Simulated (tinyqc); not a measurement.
UHF in the sto-6g basis, for BeH, spin multiplicity 2, step by step. This run ends on a higher stationary point, not on the lowest solution. One step of it, computed by the program tinyqc.

Task: Iteration 1: diagonalisation and new density. Diagonalise F' = X^T F X, C = X C', fill 3 alpha and 2 beta electrons from the bottom; D(s) = C_occ C_occ^T. Each column has its largest component positive (the first on a tie).

F(alpha) (hartree):
```
,1Be 1s,1Be 2s,1Be 2px,1Be 2py,1Be 2pz,2H 1s
1Be 1s,-6.151068,-1.442438,0.135556,0.008609,-0.211900,-0.046997
1Be 2s,-1.442438,-0.910840,-0.048511,0.048032,0.015529,-0.048930
1Be 2px,0.135556,-0.048511,-0.337280,0.045792,0.073252,-0.022908
1Be 2py,0.008609,0.048032,0.045792,-0.271281,0.037703,0.011942
1Be 2pz,-0.211900,0.015529,0.073252,0.037703,-0.381747,-0.054681
2H 1s,-0.046997,-0.048930,-0.022908,0.011942,-0.054681,0.138999
```

F(beta) (hartree):
```
,1Be 1s,1Be 2s,1Be 2px,1Be 2py,1Be 2pz,2H 1s
1Be 1s,-5.414047,-1.421723,-0.025197,0.043022,-0.054121,-0.057529
1Be 2s,-1.421723,-0.835586,0.001414,0.037344,-0.033864,-0.044677
1Be 2px,-0.025197,0.001414,-0.194915,0.020098,-0.043935,-0.011389
1Be 2py,0.043022,0.037344,0.020098,-0.243437,0.062789,0.009476
1Be 2pz,-0.054121,-0.033864,-0.043935,0.062789,-0.244577,-0.063904
2H 1s,-0.057529,-0.044677,-0.011389,0.009476,-0.063904,0.154741
```

X:
```
,1,2,3,4,5,6
1Be 1s,-0.726905,0.375026,0.000000,0.000000,-0.328366,0.541448
1Be 2s,0.808358,-0.190691,0.000000,0.000000,-0.179828,0.599919
1Be 2px,0.000000,0.000000,0.916335,-0.400413,0.000000,0.000000
1Be 2py,0.000000,0.000000,0.400413,0.916335,0.000000,0.000000
1Be 2pz,0.214714,0.731845,0.000000,0.000000,0.643638,0.164725
2H 1s,-0.404141,-0.667139,0.000000,0.000000,0.572879,0.313596
```

Give: F' = X^T F X; orbital energies; coefficients C; F' = X^T F X; orbital energies; coefficients C; D(alpha) after iteration 1; D(beta) after iteration 1.

Result:

F' = X^T F X (alpha) (hartree):
```
,1,2,3,4,5,6
1,-2.060,1.293,-0.089,0.078,-1.110,1.971
2,1.293,-0.891,0.124,-0.039,0.476,-1.459
3,-0.089,0.124,-0.293,0.055,0.006,0.062
4,0.078,-0.039,0.055,-0.315,0.019,0.020
5,-1.110,0.476,0.006,0.019,-0.902,1.504
6,1.971,-1.459,0.062,0.020,1.504,-3.140
```

orbital energies (alpha) (hartree): MO1 -6.165, MO2 -0.665, MO3 -0.388, MO4 -0.323, MO5 -0.217, MO6 0.158

coefficients C (alpha):
```
,MO1,MO2,MO3,MO4,MO5,MO6
1Be 1s,1.005,-0.201,-0.118,0.070,-0.017,0.017
1Be 2s,-0.025,0.941,0.337,-0.267,0.059,-0.085
1Be 2px,-0.024,0.297,-0.349,0.737,0.492,-0.059
1Be 2py,-0.001,-0.120,-0.262,-0.583,0.759,-0.002
1Be 2pz,0.037,-0.261,0.841,0.216,0.415,-0.164
2H 1s,0.001,-0.010,-0.019,0.053,0.034,1.015
```

F' = X^T F X (beta) (hartree):
```
,1,2,3,4,5,6
1,-1.710,1.015,0.017,0.002,-1.035,1.712
2,1.015,-0.591,-0.012,0.058,0.454,-1.250
3,0.017,-0.012,-0.188,-0.004,-0.015,0.002
4,0.002,0.058,-0.004,-0.250,0.034,0.064
5,-1.035,0.454,-0.015,0.034,-0.815,1.401
6,1.712,-1.250,0.002,0.064,1.401,-2.862
```

orbital energies (beta) (hartree): MO1 -5.416, MO2 -0.501, MO3 -0.318, MO4 -0.195, MO5 -0.164, MO6 0.178

coefficients C (beta):
```
,MO1,MO2,MO3,MO4,MO5,MO6
1Be 1s,0.998,-0.271,0.027,-0.016,-0.008,0.010
1Be 2s,0.009,1.023,-0.160,0.060,0.034,-0.071
1Be 2px,0.005,-0.004,0.354,0.601,0.717,-0.007
1Be 2py,-0.009,-0.128,-0.610,0.721,-0.303,-0.015
1Be 2pz,0.010,0.110,0.685,0.334,-0.620,-0.214
2H 1s,0.005,-0.035,0.044,0.035,-0.040,1.014
```

D(alpha) after iteration 1:
```
,1Be 1s,1Be 2s,1Be 2px,1Be 2py,1Be 2pz,2H 1s
1Be 1s,1.065,-0.254,-0.043,0.054,-0.009,0.005
1Be 2s,-0.254,1.000,0.163,-0.201,0.036,-0.016
1Be 2px,-0.043,0.163,0.211,0.056,-0.373,0.004
1Be 2py,0.054,-0.201,0.056,0.083,-0.189,0.006
1Be 2pz,-0.009,0.036,-0.373,-0.189,0.778,-0.014
2H 1s,0.005,-0.016,0.004,0.006,-0.014,0.000
```

D(beta) after iteration 1:
```
,1Be 1s,1Be 2s,1Be 2px,1Be 2py,1Be 2pz,2H 1s
1Be 1s,1.069,-0.269,0.006,0.026,-0.020,0.014
1Be 2s,-0.269,1.047,-0.004,-0.131,0.113,-0.036
1Be 2px,0.006,-0.004,0.000,0.000,0.000,0.000
1Be 2py,0.026,-0.131,0.000,0.017,-0.014,0.004
1Be 2pz,-0.020,0.113,0.000,-0.014,0.012,-0.004
2H 1s,0.014,-0.036,0.000,0.004,-0.004,0.001
```
